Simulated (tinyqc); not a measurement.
Energy against distortion: Peierls distortion of a half-filled chain.

Atoms move by +/- u, so bonds change by -/+ 2u and hoppings are t +/- 2 al u. Bands E = -/+ sqrt((2 t cos x)^2 + D^2 sin^2 x) with D = 4 al u, x = k a in (0, pi/2); the gap is 2D. Energy per atom at zero temperature: E(u) = -mean_x sqrt(...) + 2 K u^2; exactly, the mean is (4t/pi) E(1 - z^2), z = D/2t, E the complete elliptic integral of the second kind with parameter m. Coupling lambda = 2 al^2/(pi t K).

Values chosen for the exercise: t = 2.28 eV (hopping of the even chain); al = 5.4 eV/angstrom (change of hopping with bond length); K = 36.5 eV/angstrom^2 (spring constant of a bond).

Exact means; both parts are counted from u = 0.

Energies per atom:
```
u (angstrom)  gap (eV)  electrons (meV)  springs (meV)  total (meV)
0.0034           0.147            -1.89           0.84        -1.04
0.0086           0.372            -9.85           5.40        -4.45
0.0257           1.110           -64.66          48.22       -16.44
0.0343           1.482          -104.41          85.88       -18.52
0.0429           1.853          -150.44         134.35       -16.09
0.0515           2.225          -201.84         193.61        -8.23
0.0600           2.592          -257.23         262.80         5.57
0.0755           3.262          -368.23         416.12        47.89
```

Give the missing row, u (angstrom) = 0.0172.

Computed row:
```
u (angstrom)  gap (eV)  electrons (meV)  springs (meV)  total (meV)
0.0172           0.743           -32.77          21.60       -11.17
```

The ratio of electronic gain to elastic cost is 2.24 in the first row and 0.88 in the last: the gain goes as u^2 ln(1/u), so it wins at small u for any K. The total is lowest at u = 0.0343 angstrom and turns positive between 0.0515 and 0.0600.

tinyqc: `OMP_NUM_THREADS=1 python tinyqc.py 1652029 1652030 out.jsonl`; about 0.07 s, one thread, shared Intel(R) Xeon(R) Processor @ 2.30GHz.
